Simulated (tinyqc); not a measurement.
Thickness from the minima: X-ray reflectivity of a thin film on silicon: critical angles, Parratt recursion, fringes and roughness. Computed by tinyqc, a small Python program. Command: `OMP_NUM_THREADS=1 python tinyqc.py 3120178 3120179 out.jsonl xrr walk`. One thread of a shared host (Intel(R) Xeon(R) Processor @ 2.30GHz), about 0.01 s of CPU time with the checks.

n = 1 - delta + i beta; the classical electron radius is r_e = 2.8179403e-6 nm. Layer 0 is vacuum, 1 the film, 2 the substrate.

Inputs (values chosen for the exercise, modelled on SiO2 on silicon, copper K-alpha radiation):
```
quantity                                        value     unit
wavelength lambda                             0.15406       nm
film density rho                                 2.17   g/cm^3
effective electrons per unit mass, film         0.496    mol/g
beta/delta, film                                0.012        -
film thickness d                                 39.4       nm
roughness of the surface sigma_1                 0.47       nm
roughness of the interface sigma_2               0.18       nm
substrate density                                2.33   g/cm^3
effective electrons per unit mass, substrate    0.507    mol/g
beta/delta, substrate                           0.023        -
grazing angle theta                              1.68  degrees
```

Constants: N_A = 6.02214076e+23 1/mol.

Method:
- delta = r_e lambda^2 rho_e/(2 pi), rho_e = density x electrons per mass x N_A; critical angle sqrt(2 delta), q_c = 4 sqrt(pi r_e rho_e).
- k_j = (2 pi/lambda) sqrt(sin^2 theta - 2 delta_j + 2 i beta_j); r_ij = (k_i - k_j)/(k_i + k_j) x exp(-2 k_i k_j sigma^2) (Nevot-Croce); r = (r_01 + r_12 p)/(1 + r_01 r_12 p), p = exp(2 i k_1 d); R = |r|^2.
- Far above the critical angle the period is d theta = lambda/(2 d), or 2 pi/d in q; the envelope runs between (|r_01| - |r_12 p|)^2 and (|r_01| + |r_12 p|)^2; contrast = 2 a b/(a^2 + b^2) with a = |r_01|, b = |r_12 p|; roughness factors on the amplitudes are about exp(-q^2 sigma^2/2).
- Minima of R theta^4 are located on 6001 points over 7.5 periods, from 1.15 times the larger critical angle. With refraction, sin^2(theta_m) = 2 delta + m^2 (lambda/(2 d))^2, m integer or half-integer; the first six minima are used, and the first order is the one that minimises the largest residual of the least-squares line plus the distance of its intercept from 2 delta. Without refraction, d = lambda/(2 x mean step of sin theta).

Constants:
```
layer      rho_e (1/nm^3)        delta         beta  critical angle (degrees)  q_c (1/nm)
film              648.175  6.89960e-06  8.27952e-08                  0.212838    0.303003
substrate         711.402  7.57263e-06  1.74170e-07                  0.222977    0.317437
```

period in theta = 0.112018 degrees

Minima:
```
order m  theta (degrees)  sin^2 theta
1.5              0.27463   2.2974e-05
2.5              0.35528   3.8449e-05
3.5              0.44937   6.1512e-05
4.5              0.55033   9.2255e-05
5.5              0.65493   1.3065e-04
6.5              0.76176   1.7675e-04
```

d with refraction = 39.292 nm

d without refraction = 45.302 nm

Against d = 39.4 nm the errors are -0.27 % with and +14.98 % without refraction. The orders are half-integers, as r_01 and r_12 have the same sign for a film less dense than the substrate.

Extremes, crossings and ranges named in words are read from the listed rows.
